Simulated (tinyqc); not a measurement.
Sp3 tight binding, zinc-blende lattice, step by step. One step of it, computed by the program tinyqc.

Task: Bloch Hamiltonian at k. Slater-Koster rules over the four bonds with direction cosines (l, m, n): ss V_ss; s-px l V_sp; px-s -l V_sp; px-px l^2 V_pps + (1 - l^2) V_ppp; px-py l m (V_pps - V_ppp); each times exp(i k.d).

Parameters chosen for this model: zinc-blende lattice, anion at 0, cation at a/4 (1,1,1); V = eta hbar^2 / (m d^2), hbar^2/m = 7.619964 eV angstrom^2:
```
parameter          value      unit
a               6.020000  angstrom
d               2.606736  angstrom
Es anion      -19.750000        eV
Ep anion       -9.370000        eV
Es cation     -11.950000        eV
Ep cation      -5.310000        eV
eta ss         -1.320000
eta sp          1.420000
eta pp sigma    2.220000
eta pp pi      -0.630000
V ss           -1.480242        eV
V sp            1.592381        eV
V pp sigma      2.489497        eV
V pp pi        -0.706479        eV
```

k point k (2 pi / a): [0.490000, -0.740000, 0.290000]

Give: H(k) at k.

Result:

H(k) at k (eV), order a s, a px, a py, a pz, c s, c px, c py, c pz:
$$\begin{pmatrix}
-19.750 & 0.000 & 0.000 & 0.000 & -1.516-1.664i & 1.066+0.913i & -0.447-2.177i & 2.109+0.461i \\
0.000 & -9.370 & 0.000 & 0.000 & -1.066-0.913i & 0.368+0.403i & 2.444+0.535i & -0.518-2.522i \\
0.000 & 0.000 & -9.370 & 0.000 & 0.447+2.177i & 2.444+0.535i & 0.368+0.403i & 1.236+1.058i \\
0.000 & 0.000 & 0.000 & -9.370 & -2.109-0.461i & -0.518-2.522i & 1.236+1.058i & 0.368+0.403i \\
-1.516+1.664i & -1.066+0.913i & 0.447-2.177i & -2.109+0.461i & -11.950 & 0.000 & 0.000 & 0.000 \\
1.066-0.913i & 0.368-0.403i & 2.444-0.535i & -0.518+2.522i & 0.000 & -5.310 & 0.000 & 0.000 \\
-0.447+2.177i & 2.444-0.535i & 0.368-0.403i & 1.236-1.058i & 0.000 & 0.000 & -5.310 & 0.000 \\
2.109-0.461i & -0.518+2.522i & 1.236-1.058i & 0.368-0.403i & 0.000 & 0.000 & 0.000 & -5.310
\end{pmatrix}$$
